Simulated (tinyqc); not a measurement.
Bandgap voltage reference from two bipolar transistors: two steps of the calculation.

Two transistors of area 1 and N carry the same current I. Is(T) = Is (T/T0)^eta exp[(Vg0 q/kB)(1/T0 - 1/T)], VBE1 = Vt ln(I/Is(T)) + I rb, VBE2 = Vt ln(I/(N Is(T))) + I rb/N. The amplifier forces I R1(T) = VBE1 - VBE2 + Vos, with R(T) = R (1 + tc (T - T0)) for both resistors, and the output is Vref = VBE1 + I R2(T). Base currents and the Early effect are neglected.

Parameters, values chosen for the exercise; values of the order met in silicon bipolar transistors: reference temperature T0 = 300 K; band-gap voltage extrapolated to 0 K Vg0 = 1.198 V; temperature exponent of the saturation current eta = 4.2; saturation current of the unit transistor at T0 Is = 1.2e-16 A; area ratio of the second transistor N = 24; resistor across which the difference of VBE falls, at T0 R1 = 5 kohm; temperature coefficient of both resistors tc = 0 ppm/K; offset of the amplifier Vos = 0 mV; series resistance of the unit transistor rb = 11 ohm; output resistor at T0 R2 = 38.25 kohm; temperature T = 358 K.

Constants: q = 1.602176634e-19 C, kB = 1.380649e-23 J/K. Results are converted to the units shown.

Task 1. Operating point at another temperature. Vt = kB T/q; I = (Vt ln N + Vos)/(R1(T) - rb (1 - 1/N)).

Give: Vt; I; Is(T); VBE1; I R2; Vref.

Result 1.

Vt = 0.03085 V
I = 19.65 uA
Is(T) = 4.593e-13 A
VBE1 = 0.5423 V
I R2 = 0.7516 V
Vref = 1.294 V

From T0 to T, VBE1 changes by -121 mV and I R2 by 122 mV, which leaves 0.917 mV in Vref.

Task 2. Resistor for zero slope at T0, ideal case. With tc = 0, Vos = 0 and rb = 0 the current is proportional to T, dVBE/dT = (VBE - Vg0 - (eta - 1) Vt)/T, and Vref has zero slope at T0 when Vref = Vg0 + (eta - 1) Vt0. Find VBE1, its slope, that Vref, R2/R1 and the curvature d2Vref/dT2 = -(eta - 1) kB/(q T0).

Find: VBE1; dVBE/dT; Vref; R2/R1; curvature.

Result 2.

VBE1 = 0.6629 V
dVBE/dT = -2.059 mV/K
Vref = 1.281 V
R2/R1 = 7.520
curvature = -0.9192 uV/K^2

Computed by the program tinyqc: `OMP_NUM_THREADS=1 python tinyqc.py 2062190 2062191 out.jsonl`, one thread of a shared Intel Xeon 2.30GHz, about 0.03 s for the whole run.
